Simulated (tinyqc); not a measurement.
Inside a calculation. Model: Froehlich polaron in a polar crystal. Computed by tinyqc, a small Python program that keeps every step. Command: `OMP_NUM_THREADS=1 python tinyqc.py 3003612 3003613 out.jsonl frohlich walk`. One thread of a shared host (Intel(R) Xeon(R) Processor @ 2.30GHz), about 0.04 s of CPU time with the checks. Intermediate numbers are printed to about 6 digits and carried at full precision; extremes and crossings named in words are read from the listed rows.

One electron in a parabolic band of mass m*, coupled to dispersionless LO phonons in the continuum model. Energies are in units of hbar omega unless marked, wave numbers in k_0 = sqrt(2 m* omega/hbar).

Inputs (values chosen for the exercise, modelled on aluminium nitride):
```
quantity                          value  unit
band mass m*                      0.342   m_0
LO phonon energy hbar omega         110   meV
eps_inf                            4.64     -
static dielectric constant eps_s   8.14     -
temperature T                       100     K
electron wave number k/k_0         0.35     -
trial v                             4.1     -
trial w                             1.9     -
```

Constants: hbar^2/(2 m_0) = 3.80998212 eV angstrom^2; e^2/(4 pi eps_0) = 14.39964548 eV angstrom; k_B = 8.617333262e-05 eV/K; hbar = 6.582119569e-16 eV s; e = 1.602176634e-19 C; m_0 = 9.1093837015e-31 kg.

## Coupling constant and length scale

1/eps* = 1/eps_inf - 1/eps_s; k_0 = sqrt(2 m* omega/hbar) = sqrt(m* hbar omega / (hbar^2/(2 m_0))) with m* in m_0; alpha = (e^2/(4 pi eps_0)) k_0/(2 eps* hbar omega); polaron length 1/k_0.

eps* = 10.7913

k_0 = 0.0993683 1/angstrom

coupling constant alpha = 0.602702

polaron length 1/k_0 = 10.0636 angstrom

Weak coupling: perturbation theory should serve.

## Second-order perturbation theory

At T = 0 and k < k_0: E(k) = (k/k_0)^2 - alpha arcsin(k/k_0)/(k/k_0); so E(0) = -alpha, 1/m_p = (1 - alpha/6)/m*, and the mean number of phonons in the cloud at k = 0 is alpha/2. The Lee-Low-Pines variational state gives the same E(0) and m_p = m* (1 + alpha/6).

energy shift at k = 0 = -66.2972 meV

E(k) = -0.493240 hbar omega

m*/m_p, second order = 0.899550

m_p/m*, Lee-Low-Pines = 1.10045

phonons in the cloud = 0.301351

## Strong-coupling trial states

Landau-Pekar: the lattice follows the mean electron density. A Gaussian state exp(-b^2 r^2/2) gives E(b) = (3/2) b^2 - alpha b sqrt(2/pi) (b in k_0), minimised at b = alpha sqrt(2/pi)/3 to E = -alpha^2/(3 pi); a state exp(-b r) gives E(b) = b^2 - (5/8) alpha b, minimised at b = 5 alpha/16 to E = -25 alpha^2/256.

best b, Gaussian = 0.160296 k_0

E, Gaussian = -0.0385420 hbar omega

best b, exponential = 0.188344 k_0

E, exponential = -0.0354736 hbar omega

The Gaussian bound lies below -alpha only for alpha > 3 pi = 9.42; here it lies above, so the self-trapped state is the poorer bound.

## Feynman's energy at a trial point

Feynman's bound: E(v, w) = 3 (v - w)^2/(4 v) - (alpha v/sqrt(pi)) int_0^infinity e^-u D(u)^(-1/2) du, D = w^2 u + ((v^2 - w^2)/v)(1 - e^(-v u)); integrals by 80 Gauss-Legendre points in s from 0 to 1 with u = 40 s^2.

first term = 0.885366 hbar omega

E(v, w) = 0.124099 hbar omega

## Feynman's variational polaron

Minimise over v > w > 0 (simplex search); mass m_p/m* = 1 + (alpha v^3/(3 sqrt(pi))) int u^2 e^-u D^(-3/2) du.

best v = 3.06

best w = 2.92

E, Feynman = -0.607332 hbar omega

polaron energy, Feynman = -66.8065 meV

m_p/m*, Feynman = 1.11

The bound lies 0.8 % below -alpha, and the mass is 1.01 times the Lee-Low-Pines value.

## Mobility at low temperature

Scattering by absorption of an LO phonon: 1/tau = 2 alpha omega n, n = 1/(exp(hbar omega/(k_B T)) - 1); mu = e tau/m*, the weak-coupling result for k_B T well below hbar omega.

phonon occupation n = 2.85920e-06

lifetime tau = 1.73618e+06 fs

mobility = 8.92875e+06 cm^2/(V s)

Caution: LO phonons are so rare at this T that impurities and acoustic phonons, left out here, limit the real mobility.

## All approximations against the coupling

Other columns: second order -alpha; Landau-Pekar Gaussian -alpha^2/(3 pi); Lee-Low-Pines mass 1 + alpha/6. The polaron energy in meV uses the given hbar omega.

Energies (hbar omega) and masses (m*):
```
alpha  second order     Gaussian    Feynman  Feynman (meV)  mass, LLP  mass, Feynman     v     w
0.15          -0.15  -0.00238732  -0.150280       -16.5308      1.025          1.026  3.02  2.98
0.3            -0.3  -0.00954930  -0.301129       -33.1241       1.05          1.052  3.03  2.96
0.6            -0.6   -0.0381972  -0.604588       -66.5047        1.1           1.11  3.06  2.92
0.96          -0.96   -0.0977848  -0.971982       -106.918       1.16          1.186   3.1  2.88
3.4            -3.4     -1.22655   -3.57648       -393.413    1.56667           2.12  3.51  2.49
6.3            -6.3     -4.21124   -7.11521       -782.673       2.05          8.413  4.94  1.79
9.3            -9.3     -9.17687   -12.0646       -1327.11       2.55          75.41  10.6  1.26
12              -12     -15.2789   -18.1434       -1995.77          3          281.6  18.6  1.13
```

All three energies are upper bounds (-alpha through the Lee-Low-Pines state), and the Feynman value is the lowest in every row. It lies within 5 % of -alpha up to alpha = 0.96; at alpha = 12 it is 1.19 times the Gaussian value, whose alpha^2 law it approaches with a constant shift of about -3 ln 2 - 3/4 = -2.83 (here -2.86). The mass stays within 10 % of 1 + alpha/6 up to alpha = 0.96 and reaches 282 m* in the last row; w falls from 2.98 towards 1 while v grows to 18.6.

Checks made by the program: second-order shift against the integral -(2 alpha/pi) int dq/(1 + q^2) (relative difference below 1e-10); v = w reduces the bound to -alpha (relative difference 1e-10).
